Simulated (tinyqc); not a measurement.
Inside a calculation. Method: tight binding, kagome lattice. Computed by tinyqc, a small Python program that keeps every step. Settings: t1 = 1.36, t2 = 1.91, delta = 0, bands filled = 1. Command: `OMP_NUM_THREADS=1 python tinyqc.py 31134 31135 out.jsonl` (the two numbers bound the seeds that draw the settings). One thread of a shared host (Intel(R) Xeon(R) Processor @ 2.60GHz), about 0.01 s of CPU time with the checks.

## Bloch Hamiltonian at k

Parameters chosen for this model:
```
parameter     value                unit
t1         1.360000    eV, up triangles
t2         1.910000  eV, down triangles
delta             0        eV on site C
```

k point k (fractions of the reciprocal vectors): 0.330000  -0.050000

H_AB = -t1 - t2 exp(-i k.a1), H_AC = -t1 - t2 exp(-i k.a2), H_BC = -t1 - t2 exp(i k.(a1 - a2)), H_CC = delta.

H(k) at k (eV):
```
                     A                    B                    C
A             0.000000  -0.439850+1.673746i  -3.176518-0.590222i
B  -0.439850-1.673746i             0.000000   0.032330-1.307485i
C  -3.176518+0.590222i   0.032330+1.307485i             0.000000
```

## Levels at k

Diagonalise the Hermitian matrix.

eigenvalues (eV): -4.304159  1.034159  3.270000

weights |c|^2 of the basis functions:
```
     band 1    band 2    band 3
A  0.415876  0.053711  0.530413
B  0.200012  0.784973  0.015015
C  0.384112  0.161316  0.454572
```

## Bloch Hamiltonian at K

k point K (fractions of the reciprocal vectors): 0.333333  0.666667

As before.

H(k) at K (eV):
```
                     A                    B                    C
A             0.000000  -0.405000+1.654109i  -0.405000-1.654109i
B  -0.405000-1.654109i             0.000000  -0.405000+1.654109i
C  -0.405000+1.654109i  -0.405000-1.654109i             0.000000
```

## Levels at K

As before.

eigenvalues (eV): -2.460000  -0.810000  3.270000

weights |c|^2 of the basis functions:
```
     band 1    band 2    band 3
A  0.333333  0.333333  0.333333
B  0.333333  0.333333  0.333333
C  0.333333  0.333333  0.333333
```

## Bands along a path

The same steps at evenly spaced points between the labelled ones.

Bands along the path (eV):
```
k             band 1     band 2    band 3
G          -6.540000   3.270000  3.270000
G-K 0.25   -6.114886   2.844886  3.270000
G-K 0.50   -4.962315   1.692315  3.270000
G-K 0.75   -3.445587   0.175587  3.270000
K          -2.460000  -0.810000  3.270000
K-M 0.25   -2.696274  -0.573726  3.270000
K-M 0.50   -3.074679  -0.195321  3.270000
K-M 0.75   -3.348547   0.078547  3.270000
M          -3.445587   0.175587  3.270000
M-K' 0.25  -3.348547   0.078547  3.270000
M-K' 0.50  -3.074679  -0.195321  3.270000
M-K' 0.75  -2.696274  -0.573726  3.270000
K'         -2.460000  -0.810000  3.270000
```

With 1 band(s) filled, the highest filled level on these points lies at K' and the lowest empty one at K': a gap of 1.6500 eV, direct.
